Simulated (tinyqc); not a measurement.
A longer run and its error bar: q-state Potts model on a small periodic square lattice: enumeration, Metropolis, heat-bath and Wolff steps. Computed by tinyqc, a small Python program. Command: `OMP_NUM_THREADS=1 python tinyqc.py 3113324 3113325 out.jsonl potts walk`. One thread of a shared host (Intel(R) Xeon(R) Processor @ 2.30GHz), about 0.04 s of CPU time with the checks.

E = -J x (number of nearest-neighbour bonds with equal states); n x n sites with periodic edges have 2 n^2 bonds. Order parameter m = (q f - 1)/(q - 1), f being the largest share of one state. Sites are numbered row by row from 0. Here q = 2 and n = 4.

Inputs (values chosen for the exercise, for a model of domains or grain orientations):
```
quantity             value  unit
number of states q       2     -
edge n                   4     -
coupling J              34   meV
temperature T          646     K
seed                196681     -
```

Update: Wolff cluster.

Constants: k_B = 8.617333262e-05 eV/K.

Method:
- K = J/(k_B T); the infinite square lattice orders at K_c = ln(1 + sqrt(q)); Wolff bond probability p = 1 - exp(-K).
- All q^(n^2) states are counted by their number b of equal bonds; weights g(b) exp(K b), K = J/(k_B T). Per site: u = -J <b>/n^2, c/k_B = K^2 (<b^2> - <b>^2)/n^2.
- ln Z = ln sum g(b) exp(K b); entropy per site s/k_B = (ln Z - K <b>)/n^2.
- After 400 updates are discarded, b is recorded for 4000 cluster flips of the update named (random numbers not printed, so these rows are one sample). Records are averaged in blocks; the error is the scatter of block means over sqrt(number of blocks), and the last column its square over that for single records.

start states:
```
   1  2  3  4
1  0  0  1  1
2  0  0  0  0
3  1  1  1  1
4  1  1  0  0
```

K = 0.610764

p = 0.457064

<b> = 22.9657

Blocking:
```
block length   mean b    error  variance ratio
1             22.9355  0.07103          1.0000
4             22.9355  0.09488          1.7845
16            22.9355  0.10797          2.3109
40            22.9355  0.11263          2.5145
100           22.9355  0.11031          2.4120
```

The run gives 22.936 +/- 0.113 (blocks of 40) against the exact 22.966, a difference of 0.3 error bars. Single records understate the error by a factor of about 1.6, because successive records are correlated.

Extremes, crossings and ranges named in words are read from the listed rows.
